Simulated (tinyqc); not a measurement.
Inside a calculation. Model: Heisenberg spin cluster by exact diagonalisation: multiplets, susceptibility, level crossings. Computed by tinyqc, a small Python program that keeps every step. Command: `OMP_NUM_THREADS=1 python tinyqc.py 3025941 3025942 out.jsonl spincl walk`. One thread of a shared host (Intel(R) Xeon(R) Processor @ 2.30GHz), about 0.01 s of CPU time with the checks. Intermediate numbers are printed to about 7 digits and carried at full precision; extremes and crossings named in words are read from the listed rows.

H = J1 sum S_i.S_j over the bonds 1-2, 2-3 + J2 sum over 1-3 - g mu_B B S_z; J > 0 is antiferromagnetic.

Inputs (values chosen for the exercise, for a model cluster): exchange J1 = 10.2 meV; exchange J2 = -3.7 meV; g factor = 2.19; temperature T = 79 K; field B = 1.2 T.

Cluster: triangle, two J1 bonds and one J2 bond. Spin s of each site: 1.

Constants: k_B = 8.617333262e-05 eV/K; mu_B = 5.7883818060e-05 eV/T.

## The block with S_z = 0

Basis: products of m values. S_i.S_j = m_i m_j on the diagonal and (1/2) sqrt[s(s+1) - m_i(m_i+1)] sqrt[s(s+1) - m_j(m_j-1)], s the spin of a site, between states that differ by one flip up and one down.

H at B = 0 (meV), rows +1 0 -1, +1 -1 0, 0 +1 -1, 0 0 0, 0 -1 +1, -1 +1 0, -1 0 +1:
$$\begin{pmatrix}
3.7 & 10.2 & 10.2 & -3.7 & 0.0 & 0.0 & 0.0 \\
10.2 & -10.2 & 0.0 & 10.2 & -3.7 & 0.0 & 0.0 \\
10.2 & 0.0 & -10.2 & 10.2 & 0.0 & -3.7 & 0.0 \\
-3.7 & 10.2 & 10.2 & 0.0 & 10.2 & 10.2 & -3.7 \\
0.0 & -3.7 & 0.0 & 10.2 & -10.2 & 0.0 & 10.2 \\
0.0 & 0.0 & -3.7 & 10.2 & 0.0 & -10.2 & 10.2 \\
0.0 & 0.0 & 0.0 & -3.7 & 10.2 & 10.2 & 3.7
\end{pmatrix}$$

## Multiplets

Every multiplet has one member in the block S_z = 0; diagonalise it and read the total spin from <S^2> = S (S + 1).

Levels at B = 0:
```
E (meV)  total S  number of multiplets
-34.3          1                     1
-16.7          0                     1
-13.9          2                     1
-6.5           1                     1
7.4            1                     1
13.9           2                     1
16.7           3                     1
```

ground energy = -34.3 meV

gap to the next level = 17.6 meV

The ground state has S = 1; the next level has S = 0. The highest spin, S = 3, lies at 16.7 meV, s^2 times the sum of all J, s the spin of a site.

## Thermal averages at zero field

Z = sum k (2S + 1) exp(-E/(k_B T)) over the table, k the number of multiplets; <S^2> likewise with the factor S (S + 1); chi T = N_A g^2 mu_B^2 <S^2>/(3 k_B) = 0.125049 g^2 <S^2> cm^3 K/mol (cgs, per mole of clusters); C = (<E^2> - <E>^2)/(k_B T)^2; entropy = ln Z + <E>/(k_B T).

<S^2> = 2.266713

chi T = 1.359456 cm^3 K/mol

heat capacity = 1.122480 k_B

entropy = 1.589324 k_B

Free spins would give <S^2> = 6 and the entropy 3.296 k_B; chi T is 38 % of the free value.

## Magnetisation in the field

Each multiplet splits as E - g mu_B B m; <S_z> is the Boltzmann mean. The first level crossing is at the smallest (E_S - E_0)/(g mu_B (S - S_0)) over higher spins (0 if the ground state has the highest spin).

<S_z> = 0.01688226

first crossing field = 160.9270 T

Linear response would give g mu_B B <S^2>/(3 k_B T) = 0.0169.

## Susceptibility against the Curie-Weiss form

High-temperature form: chi T = C0/(1 - theta/T), C0 = 0.125049 g^2 n s (s + 1), k_B theta = -(2/3) s (s + 1) (sum of J over bonds)/n, n = 3; a dash where T <= 1.05 theta.

theta = -86.13131 K

Against temperature:
```
T (K)  chi T (cm^3 K/mol)  Curie-Weiss  chi (cm^3/mol)       C (k_B)
12               1.199495     0.440041      0.09995792  5.675445e-06
24               1.199622     0.784188      0.04998427  1.355794e-02
41               1.209112     1.160516      0.02949053  2.508709e-01
71               1.313926     1.625980      0.01850600  9.824166e-01
120              1.640284     2.094870      0.01366904  1.375533e+00
190              2.101462     2.476040      0.01106033  1.013766e+00
300              2.570293     2.795799      0.00856764  5.040217e-01
470              2.926809     3.041167      0.00622725  2.115934e-01
950              3.266198     3.299351      0.00343810  4.936032e-02
1900             3.433505     3.442432      0.00180711  1.175601e-02
```

The Curie-Weiss form is within 3 % in the last 2 rows. chi keeps rising on cooling, towards the Curie law of the S = 1 ground state; among these rows C is largest at 120 K, and the gap is 204 K.

Checks made by the program: the trace of H and the count of states (relative difference below 1e-10).
